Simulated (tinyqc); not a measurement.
Two-band k.p model of the Delta valleys near the X point under shear strain, step by step. Values are carried at full precision from step to step, so a last printed digit may differ when a step is redone from the rounded ones.

Constants: hbar^2/2m0 = 3.80998211 eV angstrom^2.

Parameters, chosen for this exercise (near those of Si; shifted at random, so the results belong to these values and not to a real crystal): a = 5.438 angstrom (lattice constant); ml = 0.936 m0 (longitudinal mass); mt = 0.198 m0 (transverse mass); kx0 = 0.151 2 pi/a (distance of the minimum from X); D = 15.2 eV (shear deformation potential); Mp = 0.227 m0 (coupling mass); exy = 0.0025 (shear strain); k = (0.039, 0.028, 0.216) 1/angstrom (wave vector from X).

## Scales

k0 = kx0 2 pi/a; Delta = 2 c k0^2/ml with c = hbar^2/2m0, half the splitting of the two bands at k0; eta = D exy/Delta measures the shear coupling against it.

k0 = 0.17447 1/angstrom
Delta = 0.24781 eV
eta = 0.1533
splitting of the two bands at X, 2 |D exy| = 0.0760 eV

## The Hamiltonian at one k

Valley pair on the [001] axis, kz counted from the X point, c = hbar^2/2m0, k0 = kx0 2 pi/a. H = (c kz^2/ml + c (kx^2 + ky^2)/mt + c k0^2/ml) 1 + (2 c k0 kz/ml) sigma_z + (D exy - 2 c kx ky/Mp) sigma_x, so E = c kz^2/ml + c (kx^2 + ky^2)/mt + c k0^2/ml -/+ sqrt((2 c k0 kz/ml)^2 + (D exy - 2 c kx ky/Mp)^2). Without strain the lower band has its minima, E = 0, at kz = +/- k0. Shifts from diagonal strain are left out.

Fill in the 2 x 2 matrix (sigma_z diagonal) and give its levels.

H(k) (eV):
```
        1       2
1  0.6650  0.0013
2  0.0013  0.0514
```

levels (eV): 0.0514  0.6650

## Position, depth and masses of the minimum

For |eta| < 1: k_min = k0 sqrt(1 - eta^2), E_min = -Delta eta^2/2, ml(eta) = ml/(1 - eta^2), 1/m[110] = 1/mt + eta/Mp, 1/m[1-10] = 1/mt - eta/Mp. For |eta| > 1 the minimum sits at X: E_min = -Delta (2 |eta| - 1)/2, ml(eta) = ml/(1 - 1/|eta|), and eta is replaced by its sign in the transverse masses.

k_min = 0.1724 1/angstrom
E_min = -2.91 meV
ml(eta) = 0.959 m0

masses along [110] and [1-10] (m0): 0.1746  0.2286

The minimum has moved 1.2 % of the way to X; electrons are lighter along [110] (-11.8 % against mt) and heavier across (+15.4 %).

## The two bands along kz

kx = ky = 0, kz from 0 to 1.6 k0 in steps of 0.2 k0, with and without the strain.

Levels (eV):
```
kz/k0  kz (1/angstrom)    lower   upper  lower, no strain  upper, no strain
0.0             0.0000   0.0859  0.1619            0.1239            0.1239
0.2             0.0349   0.0664  0.1913            0.0793            0.1784
0.4             0.0698   0.0376  0.2499            0.0446            0.2429
0.6             0.1047   0.0150  0.3220            0.0198            0.3172
0.8             0.1396   0.0013  0.4051            0.0050            0.4014
1.0             0.1745  -0.0029  0.4985            0.0000            0.4956
1.2             0.2094   0.0025  0.6021            0.0050            0.5997
1.4             0.2443   0.0177  0.7158            0.0198            0.7137
1.6             0.2791   0.0428  0.8394            0.0446            0.8376
```

## Checks

- Depth of the minimum by numerical search against the closed form (eV): both -0.002914.
- Mass along [110] by finite differences against the closed form: both 0.1746.

Computed by tinyqc, a small Python program: `OMP_NUM_THREADS=1 python tinyqc.py 1080981 1080982 out.jsonl` (the numbers bound the seed that draws the inputs); one thread of a shared host (Intel(R) Xeon(R) Processor @ 2.30GHz), about 0.01 s for the whole set of steps.
